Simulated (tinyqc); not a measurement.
Changing the J1: polytypes and stacking faults of a tetrahedral semiconductor in an axial Ising model with couplings up to third neighbours. Computed by tinyqc, a small Python program. Command: `OMP_NUM_THREADS=1 python tinyqc.py 3018982 3018983 out.jsonl polytype sweep`. One thread of a shared host (Intel(R) Xeon(R) Processor @ 2.30GHz), about 0.01 s of CPU time with the checks.

Each double layer has s = +1 or -1 for the sense of its stacking step; E per pair of atoms = E0 - sum_n J_n <s_i s_(i+n)>, n = 1, 2, 3. Hexagonality h = (1 - <s_i s_(i+1)>)/2.

Inputs (values chosen for the exercise, of the order of those of ZnS for J, a, G and the gaps):
```
quantity                    value      unit
J2                        -0.0809  meV/pair
J3                           0.05  meV/pair
basal lattice constant a     3.82  angstrom
shear modulus G              31.6       GPa
Poisson ratio nu              0.3         -
gap of 3C                    3.72        eV
gap of 4H                     3.8        eV
```

Host polytype: 3C.

correlations of the repeat units 3C (+), 2H (+-), 4H (++--), 6H (+++---), 15R (+++--), 8H (++++----), 21R (++++---), 9R (++-):
```
         n = 1      n = 2      n = 3
3C    1.000000   1.000000   1.000000
2H   -1.000000   1.000000  -1.000000
4H    0.000000  -1.000000   0.000000
6H    0.333333  -0.333333  -1.000000
15R   0.200000  -0.600000  -0.600000
8H    0.500000   0.000000  -0.500000
21R   0.428571  -0.142857  -0.714286
9R   -0.333333  -0.333333   1.000000
```

fault coefficients k_n:
```
               J1  J2  J3
intrinsic       4   4   4
extrinsic       4   8   8
twin boundary   2   4   6
```

Constants: 1 eV/angstrom^2 = 16.02176634 J/m^2.

Method:
- E - E(3C) = sum_n J_n (1 - C_n), C_n = <s_i s_(i+n)>. The gap is taken linear in h between 3C (h = 0) and 4H (h = 1/2), a rough rule, with a dash beyond.
- Faults in 3C: the sequences intrinsic (-), extrinsic (--), twin boundary (+ turns to -) are put between perfect repeats; k_n = (layers x C_n of the host) - sum_i s_i s_(i+n). gamma = sum k_n J_n/A, A = (sqrt 3/2) a^2; 1 meV/angstrom^2 = 16.02177 mJ/m^2.
- Screw line, bounded by the intrinsic fault of energy gamma: b = a, partials b_p = a/sqrt 3; d = G b_p^2 (2 - 3 nu)/(8 pi gamma (1 - nu)). One partial is driven off by the shear stress gamma/b_p along its Burgers vector.

One run for each value; columns: (1) J1 (meV/pair); (2) E(2H) - E(3C) (meV/pair); (3) E(4H) - E(3C) (meV/pair); (4) E(6H) - E(3C) (meV/pair); (5) energy of the glide fault, intrinsic (mJ/m^2); (6) splitting width d (nm):
```
(1)      (2)     (3)    (4)    (5)    (6)
0.848  1.796  0.7362  0.557   4.14  23.19
1.140  2.380  1.0282  0.752   5.62  17.09
1.430  2.960  1.3182  0.945   7.10  13.55
1.720  3.540  1.6082  1.139   8.57  11.22
2.010  4.120  1.8982  1.332  10.04   9.58
2.300  4.700  2.1882  1.525  11.51   8.35
2.590  5.280  2.4782  1.719  12.98   7.41
2.880  5.860  2.7682  1.912  14.45   6.65
3.170  6.440  3.0582  2.105  15.92   6.04
```

What does the table show, and why?

Over the rows, E(2H) - E(3C) (meV/pair) rises from 1.80 to 6.44; E(4H) - E(3C) (meV/pair) rises from 0.736 to 3.06; E(6H) - E(3C) (meV/pair) rises from 0.557 to 2.11. All energies are linear in J1, with slopes 2, 1 and 2/3 for 2H, 4H and 6H: twice the hexagonality.

Extremes, crossings and ranges named in words are read from the listed rows.
